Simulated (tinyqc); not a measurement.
Worked calculation: effective mass of the conduction band from tabulated energies. Values are carried at full precision from step to step, so a last printed digit may differ when a step is redone from the rounded ones.

c = hbar^2/2m0.
Constants: hbar^2/2m0 = 3.80998211 eV angstrom^2; kB = 8.617333262e-05 eV/K.

Values chosen for the exercise (out of a larger set: band of an eight-band Kane model near GaAs; not measured data): T = 77 K (temperature).

## Finite differences

Energies along [100], from the band edge:

| k (1/angstrom) | E (meV) |
|---|---|
| 0.00000 | 0.0000 |
| 0.00880 | 4.4455 |
| 0.01760 | 17.6481 |
| 0.02640 | 39.2265 |
| 0.03520 | 68.6057 |
| 0.04400 | 105.0881 |
| 0.05280 | 147.9239 |
| 0.06160 | 196.3686 |
| 0.07040 | 249.7227 |

reference mass (curvature of the model at k = 0.0001 1/angstrom) = 0.06620 m0

The band is even in k. m = c k^2/E(k) from the points 1, 2, 4 (k = 0 is point 0); Richardson from points 1 and 2: c/m = [16 E(k1) - E(k2)]/(12 k1^2).

m from points 1, 2, 4 (m0): 0.06637  0.06687  0.06881

m by Richardson = 0.06620 m0

Errors against the reference: +0.26, +1.02 and +3.94 % and 0.00 %. The extrapolation removes the k^4 term.

## Least squares over all points

Fit E = a k^2 (a = sum k^2 E/sum k^4), then E = a k^2 + b k^4 from the normal equations; E in eV; m = c/a.

sums of k^4, k^6, k^8: 5.2605e-05  2.0757e-07  8.8774e-10

sums of k^2 E, k^4 E: 0.0027168  1.0631e-05

a, one term = 51.645 eV angstrom^2

a and b, two terms: 56.75  -1293

m, one and two terms (m0): 0.07377  0.06714

The parabola over all points errs by +11.4 % because the weights k^4 favour the outer points; the second term brings the error to +1.4 %.

## The non-parabolic form

E (1 + alpha E) = c k^2/m means that y = c k^2/E is a straight line in E with intercept m and slope m alpha. Fit the line by unweighted least squares over points 1 to 8, E in eV.

y (m0): 0.06637  0.06687  0.06769  0.06881  0.07019  0.07180  0.07362  0.07562

m = 0.06621 m0
alpha = 0.570 1/eV

The intercept errs by +0.02 %. The model has Eg = 1.539 eV, and for two bands alpha is near 1/Eg = 0.65 1/eV.

## Which mass for which use

From the fitted m and alpha: momentum mass at energy E, m (1 + 2 alpha E); curvature mass m (1 + 2 alpha E)^3; thermal factors to first order in alpha kT: density of states Nc (1 + 15 alpha kT/4), conductivity mass m (1 + 5 alpha kT). Take E = 3 kT/2.

alpha kT = 0.0038
momentum mass = 0.06697 m0
curvature mass = 0.06849 m0
factor on Nc = 1.0142
thermal conductivity mass = 0.06747 m0

alpha kT is small, so first order serves.

## Checks

- Two-term fit by normal equations against a least-squares routine: both 56.7482.

(tinyqc, `OMP_NUM_THREADS=1 python tinyqc.py 1850596 1850597 out.jsonl`, Intel(R) Xeon(R) Processor @ 2.30GHz, 1 thread, shared host, about 0.01 s.)
